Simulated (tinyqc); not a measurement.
# Worked calculation: modulation-doped quantum well, Poisson-Schroedinger loop with local exchange and correlation

Program tinyqc, `OMP_NUM_THREADS=1 python tinyqc.py 2140008 2140009 out.jsonl`; Intel Xeon 2.30GHz, shared host, one thread, about 0.1 s. Printed values are rounded.

A well of width L centred at z = 0 between barriers Vb; effective-mass electrons in two equivalent valleys, parabolic bands. The electrons come from donor sheets outside the mesh, a share fL of Ns on the left and the rest on the right, so the structure is neutral. Energies are counted from the band edge of the well, with U = 0 on the first node in the Hartree part.

Parameters, values chosen for the exercise; material values those of a made-up well: temperature T = 4.2 K; in-plane mass md = 0.182 m0; barrier height Vb = 0.175 eV; relative permittivity (all layers) eps_r = 13.5; well width L = 4.2003 nm; mesh step hz = 0.4667 nm; sheet density of electrons Ns = 1.2e12 cm^-2; share of the donors on the left side fL = 1; applied field along z Fz = 53 kV/cm; mixing factor a = 1.

Constants: q = 1.602176634e-19 C, kB = 1.380649e-23 J/K, hbar = 1.054571817e-34 J s, m0 = 9.1093837015e-31 kg, Vt = kB T/q, eps0 = 8.8541878128e-14 F/cm where lengths are in cm, hbar^2/(2 m0) = 0.0380998212 eV nm^2. Results are converted to the units shown.

## Fixed part of the potential

z, node 1 to 15 (nm): -3.2669  -2.8002  -2.3335  -1.8668  -1.4001  -0.9334  -0.4667  0  0.4667  0.9334  1.4001  1.8668  2.3335  2.8002  3.2669

V0 = 0 in the well and Vb outside, plus q Fz z (1 kV/cm = 1e-4 eV/nm).

fixed potential V0, node 1 to 15 (eV): 0.1576854  0.1601589  0.1626325  -0.0098940  -0.0074205  -0.0049470  -0.0024735  0.0000000  0.0024735  0.0049470  0.0074205  0.0098940  0.1873675  0.1898411  0.1923146

## Round 1: levels and probability densities

self-consistent potential U at the start, node 1 to 15 (eV): 0  0  0  0  0  0  0  0  0  0  0  0  0  0  0
mass on the intervals 1/2, 3/2, ... (mean of both at an interface) (m0): 1.1  1.1  1.1  1.105  1.11  1.11  1.11  1.11  1.11  1.11  1.11  1.11  1.105  1.1  1.1  1.1

Tridiagonal Hamiltonian with psi = 0 one step beyond both ends: H_ii = C (1/m_(i-1/2) + 1/m_(i+1/2))/hz^2 + V0_i + U_i, H_(i,i+1) = -C/(m_(i+1/2) hz^2), C = hbar^2/(2 m0). The lowest 2 level(s) are kept, normalised to hz sum |psi|^2 = 1.

levels (eV): E1 0.01176600, E2 0.04869751

```
node  |psi|^2 of E1 (1/nm)  |psi|^2 of E2 (1/nm)
1                0.0002971             0.0012085
2                0.0025291             0.0087149
3                0.0169709             0.0472530
4                0.1120724             0.2484213
5                0.2442176             0.3545240
6                0.3521569             0.2307724
7                0.3965681             0.0407345
8                0.3710549             0.0202402
9                0.2949235             0.1957184
10               0.1979996             0.3754846
11               0.1073349             0.3757881
12               0.0404953             0.2049342
13               0.0053346             0.0331724
14               0.0006800             0.0051291
15               0.0000692             0.0006086
```

## Round 1: Fermi level and occupations

Level k holds N_k = D_k Vt ln(1 + exp((EF - E_k)/Vt)) with D = 2 md m0 q/(pi hbar^2) per eV (spin included); EF is fixed by sum N_k = Ns.

EF = 0.01965792 eV
N_k (cm^-2): E1 1.2e12, E2 7.845820e-25

## Round 1: density, output potential and mixing

n_i = sum_k N_k |psi_k|^2 (converted to cm^-3). Hartree part by Gauss: on the interval after node i the enclosed sheet charge is S_i = fL Ns - hz sum_(j<=i) n_j, and U_(i+1) = U_i + q S_i hz/(eps0 eps_r) in eV, U_1 = 0. Added to it: V_xc = -(2 Ry/(pi al rs)) [1 + 0.7734 (rs/21) ln(1 + 21/rs)] (Hedin-Lundqvist), al = (4/(9 pi))^(1/3), rs = (3/(4 pi n))^(1/3)/aB, aB = 4 pi eps0 eps_r hbar^2/(md m0 q^2), Ry = q/(8 pi eps0 eps_r aB) in eV. Mixing: U(new) = U + a (U(out) - U).

```
node  n (1e18 cm^-3)  U(out) (eV)  U after round 1 (eV)
1           0.003565  -0.00228234           -0.00228234
2           0.030349   0.00322787            0.00322787
3           0.203651   0.00749185            0.00749185
4           1.344868   0.00916344            0.00916344
5           2.930611   0.01262119            0.01262119
6           4.225883   0.01678875            0.01678875
7           4.758818   0.02103517            0.02103517
8           4.452658   0.02500149            0.02500149
9           3.539082   0.02858561            0.02858561
10          2.375995   0.03188646            0.03188646
11          1.288018   0.03513078            0.03513078
12          0.485944   0.03864802            0.03864802
13          0.064016   0.04308900            0.04308900
14          0.008160   0.04550978            0.04550978
15          0.000830   0.04693784            0.04693784
```

## Round 2: levels and probability densities

As before.

levels (eV): E1 0.03278100, E2 0.07357461

```
node  |psi|^2 of E1 (1/nm)  |psi|^2 of E2 (1/nm)
1                0.0006813             0.0019142
2                0.0052320             0.0121039
3                0.0316736             0.0568437
4                0.1922802             0.2629829
5                0.3683951             0.2988353
6                0.4478115             0.1178657
7                0.4128085             0.0000301
8                0.3111887             0.1117307
9                0.1985999             0.3260166
10               0.1079640             0.4272617
11               0.0483831             0.3409743
12               0.0156205             0.1594033
13               0.0018382             0.0231873
14               0.0002083             0.0032078
15               0.0000191             0.0003467
```

## Round 2: Fermi level and occupations

As before.

EF = 0.04067292 eV
N_k (cm^-2): E1 1.2e12, E2 1.821097e-29

## Round 2: density, output potential and mixing

As before.

```
node  n (1e18 cm^-3)  U(out) (eV)  U after round 2 (eV)
1           0.008176  -0.00291207           -0.00291207
2           0.062784   0.00220616            0.00220616
3           0.380084   0.00593689            0.00593689
4           2.307362   0.00669975            0.00669975
5           4.420741   0.00991597            0.00991597
6           5.373738   0.01412955            0.01412955
7           4.953702   0.01847975            0.01847975
8           3.734264   0.02254006            0.02254006
9           2.383199   0.02619821            0.02619821
10          1.295568   0.02950434            0.02950434
11          0.580598   0.03257538            0.03257538
12          0.187446   0.03559634            0.03559634
13          0.022058   0.03903538            0.03903538
14          0.002499   0.04087583            0.04087583
15          0.000230   0.04192421            0.04192421
```

## Course of the self-consistent loop

Start from U = 0. Stop when the largest |U(out) - U| is below 1e-7 eV, or after 120 rounds.

Course of the iteration:
```
round  level E1 (eV)     EF (eV)  largest |U(out) - U| (eV)
1         0.01176600  0.01965792                     0.0469
2         0.03278100  0.04067292                    5.01e-3
3         0.03023813  0.03813005                    2.76e-5
4         0.03023277  0.03812469                    1.06e-6
5         0.03023243  0.03812435                    4.09e-8
```

Converged in 5 rounds.

## Converged levels, occupations and centroid

converged U, node 1 to 15 (eV): -0.00289078  0.00223156  0.00595649  0.00670303  0.00990456  0.01411620  0.01847220  0.02253963  0.02620172  0.02950496  0.03256541  0.03557313  0.03900675  0.04084714  0.04189894

Solve for the levels with V0 + U, find EF, n_i = sum_k N_k |psi_k|^2 (in cm^-3); share of each level N_k/Ns; centroid sum n z/sum n.

levels (eV): E1 0.03023243, E2 0.07104401
EF = 0.03812435 eV
shares (%): E1 100.0000, E2 0.0000
n, node 1 to 15 (in units of 1e18 cm^-3): 0.007974  0.061771  0.377407  2.306527  4.431435  5.386115  4.956437  3.727703  2.374362  1.290134  0.579422  0.188067  0.022305  0.002553  0.000237
centroid = -0.5987729 nm

With 400 intervals across the well and the same walls, E2 - E1 = 42.84 meV and EF - E1 = 7.892 meV; this mesh gives 40.81 and 7.892 meV.
